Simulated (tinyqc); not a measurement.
# Which input was changed?

Model: sputter depth profiling of a dopant layer: erosion rate, quantification and the mixing-roughness response. Computed by tinyqc, a small Python program. Command: `OMP_NUM_THREADS=1 python tinyqc.py 3009872 3009873 out.jsonl sims which`. One thread of a shared host (Intel(R) Xeon(R) Processor @ 2.30GHz), about 0.2 s of CPU time with the checks.

A rastered ion beam erodes silicon (49.94 atoms per nm^3). The measured profile is the true one convolved with a depth response.

Inputs (values chosen for the exercise, modelled on a dopant in silicon under an oxygen or caesium beam):

| quantity | value | unit |
|---|---|---|
| beam energy E | 5.4 | keV |
| beam current | 180 | nA |
| raster side | 400 | um |
| sputter yield at 1 keV | 1.2 | - |
| mixing length at 1 keV | 1.4 | nm |
| roughness sigma | 1.4 | nm |
| depth of the layer z0 | 41 | nm |
| sheet density Q | 4.9e+12 | 1/cm^2 |
| relative sensitivity factor RSF | 2.7e+21 | 1/cm^3 |
| matrix count rate | 520000 | 1/s |
| background count rate | 2.8 | 1/s |
| counting time per point | 1 | s |
| level that defines the junction C_B | 1e+16 | 1/cm^3 |

True profile: delta layer.

Constants: e = 1.602176634e-19 C.

Method:
- Scaling chosen for the exercise: yield Y = Y1 E^0.5, mixing length w = w1 E^0.5 (E in keV).
- Erosion rate = Y I/(e x raster^2 x density); depth step = rate x counting time; concentration = RSF x counts/matrix counts; detection limit = RSF x 3 sqrt(background x time)/(matrix rate x time).
- Mixing alone turns a layer at z0 into (1/w) exp(-(z - z0 + w)/w) for z > z0 - w; roughness adds a Gaussian of width sigma. With x = z - z0 + w: g(x) = (1/(2w)) exp(sigma^2/(2 w^2) - x/w) erfc((sigma/w - x/sigma)/sqrt2), and its integral G(x) = (1/2) erfc(-x/(sigma sqrt2)) - w g(x). Measured: Q g(x), 1 nm = 1e-7 cm.
- Find the maximum, the full width at half maximum and the deep point where the profile falls to C_B; far down, the trailing edge decays by w ln(10) per decade.

Task: One of these inputs alone was changed, within the range given: beam energy E (2.7 to 10.8); mixing length at 1 keV (0.7 to 2.8); roughness sigma (0.7 to 2.8); beam current (90 to 360). Which one, and to what value?

Results:

| run | erosion rate (nm/s) | full width at half maximum (nm) | peak concentration (1/cm^3) |
|---|---|---|---|
| before | 0.3920773 | 5.342165 | 7.703439e+18 |
| after | 0.3376221 | 5.342165 | 7.703439e+18 |

Result:

Each candidate set to reproduce erosion rate, and what it then gives:

| candidate | range searched | value needed | full width at half maximum (nm) | peak concentration (1/cm^3) |
|---|---|---|---|---|
| beam energy E (keV) | 2.7 to 10.8 | 4.004 | 5.0221 | 8.3152e+18 |
| mixing length at 1 keV (nm) | 0.7 to 2.8 | no effect | - | - |
| roughness sigma (nm) | 0.7 to 2.8 | no effect | - | - |
| beam current (nA) | 90 to 360 | 155.0 | 5.3422 | 7.7034e+18 |

Only beam current fits every result: it went from 180 to 155 nA. The next best candidate, beam energy E, misses one result by 7.9 %.
